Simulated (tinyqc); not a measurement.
Gate sheet resistance from two finger widths.

Inverse problem. At low frequency R = Rsh Wf/(3 L) + B/Wf, where B collects the channel and vertical terms. Find Rsh, B and the width of lowest R.

Parameters, values chosen for the exercise: channel length L = 0.53 um.

input resistance of single fingers, contacted at one end, of width 0.79 and 7.5 um (ohm): [412.01927, 108.70440]

Answer. R Wf is a straight line in Wf^2; the minimum of R lies where both terms are equal.

Rsh = 14.0 ohm/square
B = 320 ohm um
width of lowest R = 6.03 um

Computed by the program tinyqc: `OMP_NUM_THREADS=1 python tinyqc.py 2262225 2262226 out.jsonl`, one thread of a shared Intel Xeon 2.30GHz, about 0.01 s for the whole run.
